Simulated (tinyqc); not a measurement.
Time-dependent dielectric breakdown: cell percolation, Weibull statistics, area scaling and voltage extrapolation: one step, computed by the program tinyqc. Command: `OMP_NUM_THREADS=1 python tinyqc.py 3010138 3010139 out.jsonl tddb walk`. One thread of a shared host (Intel(R) Xeon(R) Processor @ 2.30GHz), about 0.01 s of CPU time with the checks.

The oxide is divided into columns of area a^2, each holding m = t_ox/a cells (m is taken as continuous). A share lambda(t) = (t/t_1)^alpha of the cells is defective, and a column whose cells are all defective breaks down.

Question. Projection to use conditions. All three voltage laws share the slope n at the stress voltage. Factor t(V_u)/t(V): E law exp(n (1 - V_u/V)); 1/E law exp(n (V/V_u - 1)); power law (V/V_u)^n. Temperatures in kelvin are T(C) + 273.15. Temperature factor exp[(E_a/k_B)(1/T_u - 1/T)]; area factor (A/A_u)^(1/beta); percentile factor (-ln(1 - F))^(1/beta); life = t63 x all four; 1 year = 3.15576e7 s.

Inputs (values chosen for the exercise, for a model gate oxide):
```
quantity                                                 value  unit
test area A                                                  4  um^2
product area A_u                                         7e+06  um^2
stress voltage V                                          6.71     V
use voltage V_u                                            3.7     V
local exponent n = -d ln t/d ln V at the stress voltage     32     -
activation energy E_a                                     0.47    eV
stress temperature T                                       150     C
use temperature T_u                                         85     C
allowed failure fraction F                               0.001     -
```

Voltage law used: 1/E.

Weibull slope beta = 1.130769

characteristic life t63 = 50.74563 s

Constants: k_B = 8.617333262e-05 eV/K.

Give: voltage factor; temperature factor; area factor; percentile factor; projected life.

Answer.

voltage factor = 2.022e+11

temperature factor = 10.37

area factor = 3.013e-06

percentile factor = 0.002224

projected life = 0.02260 years

Area and percentile together cost 8.2 decades, voltage and temperature return 12.3; a ten-year target is missed. Caution: t_1 is an input here; in a real oxide it changes with thickness at fixed voltage. Caution: a voltage factor of more than nine decades rests wholly on the chosen law and cannot be tested.
